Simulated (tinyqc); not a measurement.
# Junction parameters from two forward currents

Problem. D(v) = J1 (exp(v/Vt) - 1) + J2 (exp(v/(2 Vt)) - 1). Find J1, J2 and the voltage 2 Vt ln(J2/J1) near which both parts are equal.

Values chosen for this exercise:
- T = 300 K (temperature)

Constants: q = 1.602176634e-19 C, kB = 1.380649e-23 J/K, Vt = kB T/q. Results are converted to the units shown.

junction voltages (V): [0.26, 0.66]
currents (uA/um): [3.2676886e-7, 0.12302359]

Answer. The current is linear in J1 and J2, so two points give two equations.

J1 = 1.000e-12 uA/um
J2 = 2.000e-9 uA/um
crossover = 0.3930 V

tinyqc, about 0.2 s, one thread, Intel Xeon 2.30GHz (shared host): `OMP_NUM_THREADS=1 python tinyqc.py 2182097 2182098 out.jsonl`
